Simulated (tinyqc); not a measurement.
From results back to parameters: static screening by free carriers. Five cases, with inputs chosen for the exercise.

Problem. At zero temperature the gas shows Friedel oscillations of period pi/kF and a Thomas-Fermi length 1/qTF; n and m are hidden.

kF = (3 pi^2 n/Mv)^(1/3), EF = c kF^2/m with c = hbar^2/2m0, n in 1/angstrom^3 (1e-24 per 1/cm^3), e2 = e^2/(4 pi eps0). Thomas-Fermi: qTF^2 = 6 pi e2 n/(eps EF). Debye: qD^2 = 4 pi e2 n/(eps kB T).

Constants: hbar^2/2m0 = 3.80998211 eV angstrom^2; e^2/(4 pi eps0) = 14.39964547 eV angstrom.

Case 1.

Values chosen (out of a larger set: near those of Si; not measured data): Mv = 6 (valleys); eps = 12 (background dielectric constant).

period = 29.2918 angstrom
1/qTF = 4.90909 angstrom

Case 2.

Values chosen (out of a larger set: a free-electron density near that of Al; not measured data): Mv = 1 (valleys); eps = 1 (background dielectric constant).

period = 1.79853 angstrom
1/qTF = 0.487787 angstrom

Case 3.

Values chosen (out of a larger set: near those of GaN; not measured data): Mv = 1 (valleys); eps = 9.44 (background dielectric constant).

period = 45.6610 angstrom
1/qTF = 16.8435 angstrom

Case 4.

Values chosen (out of a larger set: near those of Si; not measured data): Mv = 6 (valleys); eps = 11.6 (background dielectric constant).

period = 164.949 angstrom
1/qTF = 11.4146 angstrom

Case 5.

Values chosen (out of a larger set: a free-electron density near that of Au; not measured data): Mv = 1 (valleys); eps = 1 (background dielectric constant).

period = 2.63252 angstrom
1/qTF = 0.590142 angstrom

Find: kF; n; m.

Solution. kF = pi/period and n = Mv kF^3/(3 pi^2); qTF^2 = 2 e2 Mv m kF/(pi eps c) then gives m.

Case 1.

kF = 0.1073 1/angstrom
n = 2.50e+20 1/cm^3
m = 0.322 m0

Case 2.

kF = 1.747 1/angstrom
n = 1.80e+23 1/cm^3
m = 1.000 m0

Case 3.

kF = 0.06880 1/angstrom
n = 1.10e+19 1/cm^3
m = 0.201 m0

Case 4.

kF = 0.01905 1/angstrom
n = 1.40e+18 1/cm^3
m = 0.324 m0

Case 5.

kF = 1.193 1/angstrom
n = 5.74e+22 1/cm^3
m = 1.000 m0

Computed by tinyqc, one run a case: `OMP_NUM_THREADS=1 python tinyqc.py N N+1 out.jsonl` with N = 1681977, 1681989, 1681996, 1682021, 1682062; one thread of a shared Intel(R) Xeon(R) Processor @ 2.30GHz, about 0.01 s a run at most.
